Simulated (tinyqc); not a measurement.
Hydrogen passivation and dissociation of interface defects with a spread of activation energies: one step, computed by the program tinyqc. Command: `OMP_NUM_THREADS=1 python tinyqc.py 3008367 3008368 out.jsonl passivation walk`. One thread of a shared host (Intel(R) Xeon(R) Processor @ 2.30GHz), about 0.01 s of CPU time with the checks.

Active defects P react as P + H2 -> HP + H and HP -> P + H; released atomic hydrogen is removed. All defects start active. Activation energies are normally distributed, independently for the two reactions.

Problem. A five-point average. a = k_f0 [H2] exp(-E_f/k_B T), b = k_d0 exp(-E_d/k_B T); the active share of one kind of site is b/(a + b) + (a/(a + b)) exp(-(a + b) t). Gauss-Hermite nodes for a unit normal variable, z = 0, +/-1.355626, +/-2.856970 with weights 0.533333, 0.222076, 0.011257; E_f + s_f z is varied at the mean E_d.

Inputs (values chosen for the exercise, for a model interface):
```
quantity                        value    unit
mean passivation energy E_f      1.64      eV
spread s_f                       0.11      eV
prefactor k_f0                3.7e-08  cm^3/s
mean dissociation energy E_d     2.95      eV
prefactor k_d0                2.8e+13     1/s
dissolved hydrogen [H2]       3.9e+17   cm^-3
anneal temperature T              560       K
anneal time t                    3400       s
```

Ambient: hydrogen.

Constants: k_B = 8.617333262e-05 eV/K.

Give: Nodes; active share, five points.

Solution.

Nodes:
```
z            weight  energy (eV)  rate (1/s)  active share
-2.856970  0.011257        1.326   1.691e-02     4.679e-12
-1.355626  0.222076        1.491   5.520e-04     1.531e-01
0.000000   0.533333        1.640   2.511e-05     9.182e-01
1.355626   0.222076        1.789   1.143e-06     9.961e-01
2.856970   0.011257        1.954   3.729e-08     9.999e-01
```

active share, five points = 0.7562

Caution: the spread exceeds 1.3 k_B T, so the integrand is step-like and five points are a rough average.
